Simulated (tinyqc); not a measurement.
Gate-all-around wire, scale length and short-channel effects: two steps of the calculation.

A round wire of diameter ts in an insulator shell of thickness ti under a surrounding gate. Below threshold the potential that source and drain add obeys Laplace's equation and vanishes on the gate. Its lowest mode decays along the channel as exp(-k y); k is the smallest positive root of the matching condition at the interface, and the scale length is Lambda = pi/k.

Parameters, values chosen for the exercise; permittivities: semiconductor close to that of gallium nitride, insulator close to that of hafnium oxide:
```
symbol,value,unit,meaning
eps_r,9.41,,relative permittivity of the semiconductor
ei,22.2,,relative permittivity of the insulator
ti,4.3,nm,insulator thickness
ts,10.8,nm,wire diameter
```

Task 1. Scan of the matching condition. f(k) = ei J0(u)[J1(u) Y0(v) - Y1(u) J0(v)] - eps_r J1(u)[J0(u) Y0(v) - Y0(u) J0(v)], u = k ts/2, v = u + k ti.

| point | k (1/nm) |
|---|---|
| 0 | 0.055 |
| 1 | 0.11 |
| 2 | 0.165 |
| 3 | 0.22 |
| 4 | 0.275 |
| 5 | 0.33 |
| 6 | 0.385 |
| 7 | 0.44 |

Give: f(k).

Result 1.

| point | f(k) |
|---|---|
| 0 | 44.953 |
| 1 | 18.792 |
| 2 | 8.982 |
| 3 | 3.776 |
| 4 | 0.854 |
| 5 | -0.615 |
| 6 | -1.093 |
| 7 | -0.929 |

The first change of sign lies between k = 0.275 and 0.33 1/nm.

Task 2. Scale length against simple estimates. Lambda = pi/k and l = 1/k. A parabolic potential across the structure gives l(parabolic) = sqrt([2 eps_r ts^2 ln(1 + 2 ti/ts) + ei ts^2]/(16 ei)).

k = 0.30139859 1/nm

Give: Lambda; l; l(parabolic).

Result 2.

Lambda = 10.423 nm
l = 3.3179 nm
l(parabolic) = 3.3030 nm

Program tinyqc, `OMP_NUM_THREADS=1 python tinyqc.py 2420051 2420052 out.jsonl`; Intel Xeon 2.30GHz, shared host, one thread, about 0.01 s.
